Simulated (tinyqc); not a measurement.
Minority carriers and saturation current of a heavily doped emitter: one step of the calculation.

n-type, parabolic bands, full ionisation. eta = (EF - Ec)/kB T solves N = Nc F12(eta), F12(x) = (2/sqrt(pi)) int_0^infinity sqrt(u)/(1 + exp(u - x)) du. The gap shrinks rigidly by dEg = E1 [ln(N/N0) + sqrt(ln^2(N/N0) + 0.5)], an empirical law that is here taken as the true narrowing.

Task. Fermi level. Newton step on ln F12(eta) = ln(N/Nc): eta(new) = eta - ln(Nc F12/N) F12/Fm, Fm(x) = dF12/dx = (1/sqrt(pi)) int_0^infinity u^(-1/2)/(1 + exp(u - x)) du.

Parameters, values chosen for the exercise: conduction-band density of states at 250 K Nc = 2.11e19 cm^-3; ionised donor density N = 1.9e20 cm^-3.

eta at the start (Boltzmann value) = 2.1978

Give: F12; Fm; eta after iteration 1.

Result.

F12 = 3.121
Fm = 1.546
eta after iteration 1 = 4.337

Range of the model: Band tails, non-parabolic bands and incomplete ionisation are left out.

Numbers from tinyqc (`OMP_NUM_THREADS=1 python tinyqc.py 2330161 2330162 out.jsonl`; about 0.01 s on one thread of a shared Intel Xeon 2.30GHz).
